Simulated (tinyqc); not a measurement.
# MOS capacitor on a p-type substrate, surface potential from the exact charge relation: Capacitance-voltage curves

Uniform p-type substrate, Boltzmann statistics, full ionisation, classical densities. psi is the surface potential against the body (positive when the bands bend down) and u = psi/Vt. Traps are spread evenly over the gap and neutral at flat band, so their charge is -q Dit psi; the minority quasi-Fermi level is shifted by Vb.

ni = sqrt(Nc Nv) exp(-Eg/(2 Vt)), Eg in volts; phiF = Vt ln(N/ni); Cox = eps0 eox/tox; Vfb = phiM - chi - (Eg - Vt ln(Nv/N)) - q Nf/Cox; Q0 = sqrt(2 eps0 eps_r q N Vt); r = (ni/N)^2 exp(-Vb/Vt); VT = Vfb + [(2 phiF + Vb)(1 + q Dit/Cox) + sqrt(2 eps0 eps_r q N (2 phiF + Vb))/Cox]. u = psi/Vt; F^2 = exp(-u) + u - 1 + r (exp(u) - u - 1); Qs = -sign(u) Q0 F; Cs = -dQs/dpsi = (Q0/Vt) |1 - exp(-u) + r (exp(u) - 1)|/(2 F). psi solves Vg = Vfb + psi + (q Dit psi - Qs)/Cox. Low frequency: 1/C_LF = 1/Cox + 1/(Cs + q Dit). High frequency, in the simple estimate in which traps and minority carriers do not follow: 1/C_HF = 1/Cox + 1/Cd, Cd being Cs with r = 0 at the same psi. Deep depletion: r = 0 and Dit = 0 both in the equation for psi and in Cs. Minority sheet density N_inv = (Q0/(2 q)) int_0^u r (exp(t) - 1)/F(t) dt for u > 0. N_inv under 1 cm^-2 is printed as 0. Regimes: accumulation when majority carriers gather, then depletion up to |psi| = phiF + Vb, weak inversion up to 2 phiF + Vb, strong inversion beyond.

Inputs (values chosen for the exercise); band and dielectric values close to those of germanium:
- T = 273 K (temperature)
- Eg = 0.667 eV (band gap)
- eps_r = 16 (relative permittivity)
- Nc = 8.85e18 cm^-3 (conduction-band density of states at T)
- Nv = 5.24e18 cm^-3 (valence-band density of states at T)
- chi = 3.96 eV (electron affinity)
- N = 1.2e17 cm^-3 (acceptor density of the substrate)
- eox = 3.9 (relative permittivity of the gate insulator (close to silicon dioxide))
- tox = 4.1 nm (insulator thickness)
- phiM = 4.02 eV (gate work function)
- Nf = 0 cm^-2 (fixed charge at the interface, in units of q)
- Dit = 0 cm^-2 eV^-1 (density of interface traps)
- Vb = 0 V (reverse bias of the inversion layer against the body)

Constants: q = 1.602176634e-19 C, kB = 1.380649e-23 J/K, Vt = kB T/q, eps0 = 8.8541878128e-14 F/cm where lengths are in cm. Results are converted to the units shown.

Capacitance-voltage curves:
```
Vg (V)   psi (V)  C_LF/Cox  C_HF/Cox  C_deep/Cox  N_inv (cm^-2)            regime
-1.05    -0.1094    0.9039    0.9039      0.9039              0      accumulation
-0.84   -0.08420    0.8492    0.8492      0.8492              0      accumulation
-0.64   -0.04316    0.7197    0.7197      0.7197              0      accumulation
-0.43    0.04465    0.4287    0.4287      0.4287          987.0         depletion
-0.22     0.1863    0.2555    0.2555      0.2555        2.003e5         depletion
-0.02     0.3418    0.1977    0.1972      0.1972        1.011e8    weak inversion
0.19      0.5027    0.4271    0.1668      0.1652       7.330e10  strong inversion
0.4       0.5667    0.8349    0.1583      0.1449       7.895e11  strong inversion
0.6       0.5914    0.9048    0.1553      0.1313       1.699e12  strong inversion
0.81      0.6080    0.9335    0.1534      0.1204       2.710e12  strong inversion
1.01      0.6197    0.9481    0.1521      0.1122       3.697e12  strong inversion
1.22      0.6295    0.9578    0.1511      0.1052       4.748e12  strong inversion
```

Read the table: what changes, and by how much?

C_LF/Cox is lowest, 0.198, at Vg = -0.02 V (weak inversion) among the rows listed and is 0.958 in the last row, where C_HF/Cox is 0.151 and the deep-depletion value 0.105. Vfb = -0.518 V, where C_HF/Cox = 0.561 (Cox in series with eps0 eps_r/LD), and VT = 0.150 V. Over the last two rows psi moves by only 0.047 V a volt of gate bias, since the inversion charge screens the body. In strong accumulation and inversion degeneracy and confinement, left out here, lower the capacitance.

Program tinyqc, `OMP_NUM_THREADS=1 python tinyqc.py 2060129 2060130 out.jsonl`; Intel Xeon 2.30GHz, shared host, one thread, about 0.01 s.
